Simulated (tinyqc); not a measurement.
From one set of inputs to another, one input at a time: donor in an ellipsoidal valley (Kohn-Luttinger variational method). Computed by tinyqc, a small Python program. Command: `OMP_NUM_THREADS=1 python tinyqc.py 3004652 3004653 out.jsonl kohnlutt ladder`. One thread of a shared host (Intel(R) Xeon(R) Processor @ 2.30GHz), about 0.06 s of CPU time with the checks.

H = -(d^2/dx^2 + d^2/dy^2) - gamma d^2/dz^2 - 2/r in units built on m_t, with gamma = m_t/m_l and z along the valley axis. One valley; no valley-orbit or central-cell term.

The inputs printed are set A. Inputs not listed in the table keep their values of set A, so the rows need not describe a real material.

Inputs (values chosen for the exercise, modelled on germanium): transverse mass m_t = 0.0804 m_0; longitudinal mass m_l = 1.62 m_0; dielectric constant eps = 15.5.

Constants: Ry = 13.605693123 eV; a_0 = 0.529177210903 angstrom.

Method:
- Ry* = Ry m_t/eps^2, a* = a_0 eps/m_t, gamma = m_t/m_l.
- Trial function exp(-sqrt((x^2 + y^2)/a^2 + z^2/b^2)) with beta = b/a < 1: E = t/a^2 - u/a, t = (2 + gamma/beta^2)/3, u = 2 arcsin(sqrt(1 - beta^2))/sqrt(1 - beta^2); the best a is 2 t/u and E(beta) = -u^2/(4 t).
- Golden-section search on beta from 0.05 to 0.999, 60 steps.

Each row keeps all changes above it:
```
input moved,from,to,"1s binding energy, trial function (meV)",radius a of the 1s trial function (angstrom),radius b of the 1s trial function (angstrom)
set A,-,-,9.526,63.15,22.106
dielectric constant eps,15.5,14.7,10.592,59.89,20.965
transverse mass m_t (m_0),0.0804,0.0545,7.641,84.81,25.984
longitudinal mass m_l (m_0),1.62,0.116,4.336,122.74,93.876
```

Where does the difference come from?

1s binding energy, trial function goes from 9.53 to 4.34, a factor 0.455 in all. The largest single move comes from longitudinal mass m_l (a factor 0.567), and dielectric constant eps works against it (a factor 1.11). Radius a of the 1s trial function goes from 63.1 to 123, a factor 1.94 in all. The largest single move comes from longitudinal mass m_l (a factor 1.45), and dielectric constant eps works against it (a factor 0.948). Radius b of the 1s trial function goes from 22.1 to 93.9, a factor 4.25 in all. The largest single move comes from longitudinal mass m_l (a factor 3.61). The single moves hold for this order of the switches; the total does not depend on the order.

Extremes, crossings and ranges named in words are read from the listed rows.
